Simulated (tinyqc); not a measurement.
Undoped gate-all-around wire MOSFET, analytic charge model: two steps of the calculation.

An undoped round wire of radius R under an insulator shell and a surrounding gate; long channel, electrons only, n = ni exp((psi - V)/Vt) with V the quasi-Fermi potential (0 at the source, Vd at the drain), constant mobility, no quantisation. The radial Poisson equation gives n(r) = n(0)/(1 - (1 - b) r^2/R^2)^2 with b = Q0/(Q + Q0). Q is the electron charge per area of the wire surface.

Inputs (values chosen for the exercise); material values close to those of germanium:
- T = 300 K (temperature)
- Eg = 0.652 eV (band gap)
- eps_r = 16.3 (relative permittivity of the semiconductor)
- Nc = 1.02e19 cm^-3 (conduction-band density of states at T)
- Nv = 5.91e18 cm^-3 (valence-band density of states at T)
- eox = 26.1 (relative permittivity of the gate insulator)
- tox = 8.4 nm (insulator thickness)
- R = 20 nm (wire radius)
- dphi = -0.15 V (gate work function less that of the intrinsic body)
- Vg = 0.1 V (gate voltage)

Constants: q = 1.602176634e-19 C, kB = 1.380649e-23 J/K, Vt = kB T/q, eps0 = 8.8541878128e-14 F/cm where lengths are in cm. Results are converted to the units shown.

Task 1. Constants of the wire. ni = sqrt(Nc Nv) exp(-Eg/(2 Vt)), Eg in volts; Cox = eps0 eox/(R ln(1 + tox/R)); Q0 = 4 eps0 eps_r Vt/R; V0 = dphi + Vt ln[8 eps0 eps_r Vt/(q ni R^2)].

Wanted: ni; Cox; Q0; V0.

Result 1.

ni = 2.5914e13 cm^-3
Cox = 3.2952 uF/cm^2
Q0 = 74.621 nC/cm^2
V0 = 0.10326 V

Task 2. Charge at the source by substitution. With V = 0: u = Vg - V0 - Q/Cox, then Q(new) = (Q0/2)[sqrt(1 + 4 exp(u/Vt)) - 1], the root of Vt ln[(Q/Q0)(1 + Q/Q0)] = u.

Q at the start = 0 nC/cm^2
Cox = 3.2951629 uF/cm^2
Q0 = 74.620898 nC/cm^2
V0 = 0.10326205 V

Wanted: u; Q after iteration 1.

Result 2.

u = -0.003262 V
Q after iteration 1 = 42.06 nC/cm^2

Computed by the program tinyqc: `OMP_NUM_THREADS=1 python tinyqc.py 2460123 2460124 out.jsonl`, one thread of a shared Intel Xeon 2.30GHz, about 0.02 s for the whole run.
